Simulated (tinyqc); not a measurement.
The mobility curve: inversion-layer mobility, back-scattering and ballistic limit of a field-effect transistor. Computed by tinyqc, a small Python program. Command: `OMP_NUM_THREADS=1 python tinyqc.py 3017742 3017743 out.jsonl mos walk`. One thread of a shared host (Intel(R) Xeon(R) Processor @ 2.30GHz), about 0.01 s of CPU time with the checks.

The charge at the top of the source barrier is fixed by the gate; series resistance and short-channel effects are left out. F_j are Fermi integrals normalised to exp(eta) in the classical limit.

Inputs (values chosen for the exercise, modelled on a germanium p-channel):

| quantity | value | unit |
|---|---|---|
| weight w of the inversion charge | 0.333 | - |
| permittivity eps | 16 | - |
| phonon mobility at 1 MV/cm and 300 K, mu_ph | 270 | cm^2/(V s) |
| roughness mobility at 1 MV/cm, mu_sr | 300 | cm^2/(V s) |
| Coulomb mobility at N_inv = 1e12/cm^2, mu_C | 420 | cm^2/(V s) |
| electrical oxide thickness t_inv | 5.9 | nm |
| depletion charge N_dep | 1.5e+11 | 1/cm^2 |
| temperature T | 400 | K |

Statistics at the top of the barrier: Fermi-Dirac.

Constants: eps_0 = 8.8541878128e-12 F/m; e = 1.602176634e-19 C.

Method. N_inv = 3.9 eps_0 (V_G - V_T)/(e t_inv); effective field E_eff = e (N_dep + w N_inv)/(eps eps_0). mu_phonon = mu_ph (E_eff/1 MV/cm)^(-0.3) (T/300 K)^(-1.75); mu_rough = mu_sr (E_eff/1 MV/cm)^(-2); mu_Coulomb = mu_C (N_inv/1e12 cm^-2) (T/300 K); Matthiessen's rule adds 1/mu.

Mobilities (cm^2/(V s)):

| V_G - V_T (V) | N_inv (1/cm^2) | E_eff (MV/cm) | phonon | roughness | Coulomb | total |
|---|---|---|---|---|---|---|
| 0.03 | 1.0959e+11 | 0.02109 | 519.38 | 6.7439e+05 | 61.4 | 54.88 |
| 0.06 | 2.1918e+11 | 0.02522 | 492.27 | 4.7171e+05 | 122.7 | 98.22 |
| 0.12 | 4.3836e+11 | 0.03347 | 452.18 | 2.6775e+05 | 245.5 | 159.01 |
| 0.20 | 7.3060e+11 | 0.04448 | 415.22 | 1.5164e+05 | 409.1 | 205.80 |
| 0.35 | 1.2786e+12 | 0.06512 | 370.35 | 7.0755e+04 | 716.0 | 243.25 |
| 0.50 | 1.8265e+12 | 0.08575 | 341.00 | 4.0798e+04 | 1022.8 | 254.14 |
| 0.75 | 2.7398e+12 | 0.12014 | 308.18 | 2.0783e+04 | 1534.3 | 253.50 |
| 1.00 | 3.6530e+12 | 0.15454 | 285.77 | 1.2562e+04 | 2045.7 | 245.83 |
| 1.50 | 5.4795e+12 | 0.22333 | 255.88 | 6.0151e+03 | 3068.5 | 227.26 |

The lowest part is Coulomb from 0.0300 to 0.200, phonon from 0.350 to 1.50 V. The total peaks at 254 near E_eff = 0.09 MV/cm: screening lifts it at low density and the field presses it down at high density.

Extremes, crossings and ranges named in words are read from the listed rows.
